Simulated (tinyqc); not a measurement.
# Hexagonal on-chip spiral inductor, lumped pi model: quality factor against frequency

Outer diameter do = di + 2 n wd + 2 (n - 1) sp, mean da = (do + di)/2, fill p = (do - di)/(do + di), length l = 3.464 n da. L = 2.33 mu0 n^2 da/(1 + 3.82 p), mu0 = 4 pi 1e-7 H/m. Rs = rho l/(wd delta (1 - exp(-th/delta))), delta = sqrt(rho/(pi f mu0)). Cs = n wd^2 eps0 eo/hu across the coil. At each end Cox = l wd eps0 eo/(2 ho) leads to the substrate branch Rsi = 2 rs he/(l wd) in parallel with Csi = l wd eps0 11.7/(2 he). With one end grounded Y = 1/(Rs + i w L) + i w Cs + 1/[1/(i w Cox) + 1/(1/Rsi + i w Csi)], w = 2 pi f; Q = -Im Y/Re Y. Eddy currents in neighbouring turns and in the substrate are left out.

Apparent inductance Im(1/Y)/w; share of the loss Re(substrate branch)/Re Y.

Parameters, values chosen for the exercise; values of the order met in silicon radio-frequency processes:
- n = 2.5 (number of turns)
- wd = 10 um (line width)
- sp = 3 um (space between turns)
- di = 100 um (inner diameter)
- th = 3 um (metal thickness)
- rho = 1.9 uohm cm (metal resistivity)
- ho = 3.5 um (oxide below the coil)
- hu = 0.7 um (oxide between coil and underpass)
- eo = 4.1 (relative permittivity of the oxide)
- rs = 1 ohm cm (substrate resistivity)
- he = 80 um (effective spreading depth in the substrate)

Constants: eps0 = 8.8541878128e-12 F/m. Results are converted to the units shown.

Results:
```
f (GHz)	Rs (ohm)	w L/Rs	Q	apparent inductance (nH)	loss in the substrate (%)
0.38	1.051	2.878	2.876	1.268	0.002683
0.63	1.164	4.309	4.302	1.269	0.01720
1	1.303	6.109	6.081	1.271	0.09473
2.7	1.785	12.05	11.34	1.299	3.412
4.5	2.180	16.43	12.61	1.357	17.57
7.3	2.691	21.60	8.635	1.507	51.91
12	3.394	28.15	2.893	1.856	83.17
20	4.353	36.58	0.3255	0.6930	94.92
```

Estimate the missing row, f = 1.7 GHz.

Computed row:
```
f (GHz)	Rs (ohm)	w L/Rs	Q	apparent inductance (nH)	loss in the substrate (%)
1.7	1.522	8.891	8.741	1.280	0.6600
```

With this row back in the table: Q goes from 2.88 through a maximum of 12.6 (at f = 4.5 GHz among the rows listed) to 0.325; the exact peak is 12.7 at 4.12 GHz and Q reaches zero at the self-resonance, 23.0 GHz. The share of the substrate rises from 0.00268 to 94.9 %, and the apparent inductance ends at 0.547 times L. At the peak the substrate takes 13.6 % of the loss. For f = 20 the coil is longer than 0.15 of a wavelength in the oxide, where one lumped section is rough.

tinyqc, about 0.01 s, one thread, Intel Xeon 2.30GHz (shared host): `OMP_NUM_THREADS=1 python tinyqc.py 2302119 2302120 out.jsonl`
